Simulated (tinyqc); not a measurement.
Ways to converge the cycle: SCF convergence aids in the sto-3g basis, for H4, spin multiplicity 1. Computed by the program tinyqc with PySCF. RHF with one setting changed at a time; a run stops when the energy changes by less than 1e-09 hartree and the error matrix is below 1e-5. The start is random orbitals. Damping d keeps d of the old density; a shift (hartree) raises the virtual levels; DIIS n extrapolates F over n matrices.

Geometry (angstrom):

| atom | x | y | z |
|---|---|---|---|
| H | 0.0000 | 0.0000 | 0.0000 |
| H | 0.0000 | 0.0000 | 0.9020 |
| H | 0.0000 | 1.5000 | 0.0000 |
| H | 0.0000 | 1.5000 | 0.9020 |

lowest restricted solution found by these runs and by PySCF = -2.102083 hartree

Largest element of the error matrix X^T (FDS - SDF) X:

| iteration | plain | damping 0.3 | damping 0.6 | shift 0.4 | DIIS 3 | DIIS 8 |
|---|---|---|---|---|---|---|
| 1 | 4.0e-01 | 4.0e-01 | 4.0e-01 | 4.0e-01 | 4.0e-01 | 4.0e-01 |
| 2 | 1.4e-01 | 2.4e-01 | 3.3e-01 | 4.6e-01 | 1.4e-01 | 1.4e-01 |
| 3 | 4.4e-02 | 1.1e-01 | 2.4e-01 | 2.0e-01 | 2.3e-02 | 2.3e-02 |
| 4 | 1.4e-02 | 5.7e-02 | 1.6e-01 | 7.9e-02 | 1.4e-03 | 1.4e-03 |
| 5 | 4.4e-03 | 3.0e-02 | 1.1e-01 | 4.0e-02 | 7.7e-05 | 7.7e-05 |
| 6 | 1.4e-03 | 1.5e-02 | 7.9e-02 | 2.0e-02 | 2.3e-05 | 4.1e-06 |
| 8 | 1.4e-04 | 4.1e-03 | 4.1e-02 | 5.2e-03 | - | - |
| 10 | 1.4e-05 | 1.1e-03 | 2.2e-02 | 1.3e-03 | - | - |
| 14 | - | 8.2e-05 | 5.9e-03 | 8.6e-05 | - | - |
| 20 | - | 1.6e-06 | 8.6e-04 | - | - | - |
| 30 | - | - | 3.5e-05 | - | - | - |

How each run ends:

| run | iterations | E (hartree) | state |
|---|---|---|---|
| plain | 11 | -2.10208 | lowest found |
| damping 0.3 | 20 | -2.10208 | lowest found |
| damping 0.6 | 42 | -2.10208 | lowest found |
| shift 0.4 | 18 | -2.10208 | lowest found |
| DIIS 3 | 7 | -2.10208 | lowest found |
| DIIS 8 | 7 | -2.10208 | lowest found |

What does the comparison show, and why?

6 of 6 runs reach the lowest restricted solution found, in 7 to 42 iterations (fastest: DIIS 3, DIIS 8). Plain steps already contract here, so damping only slows them. DIIS 3 and DIIS 8 gain by cancelling the error over several earlier matrices, much as a quasi-Newton step does.
